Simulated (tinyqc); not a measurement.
Inside a calculation. Model: hydrogenic impurity: series, fields, screening, photoionisation and donor-acceptor pairs. Computed by tinyqc, a small Python program that keeps every step. Command: `OMP_NUM_THREADS=1 python tinyqc.py 3028498 3028499 out.jsonl hydrogenic walk`. One thread of a shared host (Intel(R) Xeon(R) Processor @ 2.30GHz), about 0.01 s of CPU time with the checks. Intermediate numbers are printed to about 6 digits and carried at full precision; extremes and crossings named in words are read from the listed rows.

One isotropic, parabolic band. Effective units: Ry* and a*, in which H = -nabla^2 - 2/r.

Inputs (values chosen for the exercise, modelled on InAs):

| quantity | value | unit |
|---|---|---|
| electron mass m | 0.0262 | m_0 |
| dielectric constant eps | 14.7 | - |
| donor density N | 6.8e+14 | cm^-3 |
| magnetic field B | 0.45 | T |

Parts treated: magnetic field and screening.

Constants: Ry = 13.605693123 eV; a_0 = 0.529177210903 angstrom; h x 1 THz = 4.135667696 meV; mu_B = 5.7883818060e-05 eV/T.

## Effective units and the series

Ry* = Ry m/eps^2, a* = a_0 eps/m; level n is bound by Ry*/n^2; <r> = (3/2) a* in 1s; lines 1s -> np at Ry* (1 - 1/n^2); 1 THz = 4.135667696 meV.

Ry* = 1.64963 meV

a* = 296.905 angstrom

<r> of 1s = 445.357 angstrom

Series:

| n | binding (meV) | line from 1s (meV) | line (THz) |
|---|---|---|---|
| 2 | 0.412408 | 1.23722 | 0.299160 |
| 3 | 0.183293 | 1.46634 | 0.354560 |
| 4 | 0.103102 | 1.54653 | 0.373949 |
| 5 | 0.065985 | 1.58365 | 0.382924 |

## Overlap of donors

Wigner-Seitz radius r_s = (3/(4 pi N))^(1/3); Mott criterion N_c^(1/3) a* = 0.26; overlap of two 1s orbitals at distance d: S = exp(-x)(1 + x + x^2/3), x = d/a*, with d = N^(-1/3).

r_s = 705.452 angstrom

Mott density = 6.71535e+14 cm^-3

N over the Mott density = 1.01261

overlap S = 0.210992

The sample is on the metallic side of the criterion: isolated levels no longer exist. Caution: N lies above the Mott density, where the levels of isolated donors have no meaning.

## Donor in a magnetic field

gamma = hbar omega_c/(2 Ry*) = mu_B B/(m Ry*). For m_z = 0, H = -nabla^2 - 2/r + gamma^2 rho^2/4, and the band edge moves to gamma Ry*. Basis: exp(-al rho^2 - be z^2), al_k = 0.02 x 2.4^k + gamma/4 x c with k = 0..11, be_k = 0.02 x 2.4^k and c = 0, 0.5, 1 (36 functions). With A = al_i + al_j, B = be_i + be_j (not the field) and the common factor pi^(3/2) dropped: S = 1/(A sqrt(B)), kinetic S (4 al_i al_j/A + 2 be_i be_j/B), <rho^2> = S/A, <1/r> = (2/sqrt(pi)) atanh(u)/(A u), u = sqrt(1 - B/A), which is (2/sqrt(pi))/A when A = B; overlap eigenvalues below 1e-11 are dropped. Binding = (gamma - E) Ry*; the spin term shifts level and edge alike.

gamma = 0.602672

hbar omega_c = 1.98838 meV

magnetic length a*/sqrt(gamma) = 382.452 angstrom

ground level = -1.40846 meV

binding energy in the field = 2.40265 meV

The field squeezes the orbit and raises the binding by a factor 1.456.

## Weak-field and exact binding

Perturbation theory: E = -1 + gamma^2/2 - (53/96) gamma^4 Ry*.

Ground level (Ry*):

| gamma | B (T) | basis | second order | fourth order | binding |
|---|---|---|---|---|---|
| 0.06 | 0.04480 | -0.998200 | -0.99820 | -0.9982 | 1.05820 |
| 0.15 | 0.11200 | -0.988999 | -0.98875 | -0.9890 | 1.13900 |
| 0.30 | 0.22400 | -0.958366 | -0.95500 | -0.9595 | 1.25837 |
| 0.50 | 0.37334 | -0.894413 | -0.87500 | -0.9095 | 1.39441 |
| 0.60 | 0.44800 | -0.854916 | -0.82000 | -0.8915 | 1.45492 |
| 0.70 | 0.52267 | -0.811440 | -0.75500 | -0.8876 | 1.51144 |
| 1.00 | 0.74667 | -0.662328 | -0.50000 | -1.0521 | 1.66233 |
| 1.20 | 0.89601 | -0.550960 | -0.28000 | -1.4248 | 1.75096 |
| 2.40 | 1.79202 | 0.233587 | 1.88000 | -16.4368 | 2.16641 |

Second order stays within 1 % of the basis value up to gamma = 0.30 of those listed and fourth order up to 0.30; beyond, the truncated (asymptotic) series fails, while the binding keeps growing slowly, to 2.17 Ry* at gamma = 2.4.

## Binding under screening

Thomas-Fermi screening by N free electrons of one valley, taken as a degenerate gas (the hypothesis that all donors are ionised): q a* = sqrt(4 k_F a*/pi), k_F = (3 pi^2 N)^(1/3). Screened potential -(2/r) exp(-q r). Basis exp(-zeta r), zeta_k = 0.02 x 1.6^k, k = 0..23: S = 2/s^3, T = zeta_i zeta_j S, V = -2/(s + q)^2 with s = zeta_i + zeta_j; overlap eigenvalues below 1e-11 are dropped.

q a* = 1.01411

screened binding energy = 0.0290299 meV

Screening leaves 1.8 % of the binding.

## From screening to the Mott criterion

First order: 1 - 2 q a*. One exponent: the maximum over zeta of 8 zeta^3/(2 zeta + q)^2 - zeta^2 (golden section on 0.01 to 1.2).

Binding (Ry*):

| N^(1/3) a* | N (cm^-3) | q a* | first order | one exponent | basis |
|---|---|---|---|---|---|
| 0.0052 | 5.37228e+09 | 0.14312 | 0.71376 | 0.741966 | 0.742014 |
| 0.0160 | 1.56498e+11 | 0.25105 | 0.49791 | 0.580050 | 0.580395 |
| 0.0390 | 2.26643e+12 | 0.39194 | 0.21611 | 0.404112 | 0.405612 |
| 0.0780 | 1.81314e+13 | 0.55429 | -0.10859 | 0.244280 | 0.248676 |
| 0.1300 | 8.39418e+13 | 0.71559 | -0.43118 | 0.125068 | 0.134288 |
| 0.2000 | 3.05660e+14 | 0.88758 | -0.77516 | 0.036828 | 0.052987 |
| 0.2600 | 6.71535e+14 | 1.01200 | -1.02399 | 0.000000 | 0.018028 |

The binding falls from 0.742 to 0.018 Ry*. First order, a constant shift of the potential, overshoots and turns negative from q a* = 0.5. One exponent loses the state at q a* = 1 (N^(1/3) a* = 0.254, the classic form of the Mott criterion); the full basis keeps it to 1.19. The dilute rows are formal, since there the electrons are bound or non-degenerate.

Checks made by the program: weak-field limit -1 + gamma^2/2 (relative difference 8e-06); the bound state at q = 0 (relative difference 8e-07).
